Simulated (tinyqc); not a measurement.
BCS gap equation with a constant attraction inside the Debye window: one step, computed by the program tinyqc.

Pairs attract with strength V for |xi| < k_B Theta; N(0) is the density of states for one spin. Energies are given as temperatures (E/k_B, in K) unless marked.

Task: Lengths and fields. xi_0 = hbar v_F/(pi Delta_0); lambda_L = sqrt(m_0 eps_0 c^2/(n e^2)); N(0) = 3 n/(2 m_0 v_F^2) for one spin; condensation energy N(0) Delta_0^2/2 = B_c^2/(2 mu_0), mu_0 = 1/(eps_0 c^2); with scattering lambda = lambda_L sqrt(1 + xi_0/l) in the local limit (where xi_0 and l both exceed lambda, nonlocal response makes the true depth larger); Ginzburg-Landau kappa = 0.96 lambda_L/xi_0 + 0.72 lambda_L/l. Free-electron mass throughout; heavier carriers, as in niobium or vanadium, give a larger lambda_L and kappa and can make the metal type II.

Inputs (values chosen for the exercise, modelled on tin):

| quantity | value | unit |
|---|---|---|
| Debye temperature Theta | 196 | K |
| Fermi velocity v_F | 1.7e+06 | m/s |
| electron density n | 15.5 | 1e28/m^3 |
| mean free path l | 21 | nm |

Solver: bisection.

Delta_0 = 6.729600 K

Constants: hbar = 1.054571817e-34 J s; k_B = 1.380649e-23 J/K; m_0 = 9.1093837015e-31 kg; eps_0 = 8.8541878128e-12 F/m; c = 299792458 m/s; e = 1.602176634e-19 C.

Give: coherence length xi_0; London depth lambda_L; critical field B_c(0); depth with scattering; Ginzburg-Landau kappa.

Result:

coherence length xi_0 = 614.2 nm

London depth lambda_L = 13.50 nm

critical field B_c(0) = 30.95 mT

depth with scattering = 74.23 nm

Ginzburg-Landau kappa = 0.4839

Kappa lies below 1/sqrt(2): type I, and the sample is dirty, l well below xi_0.
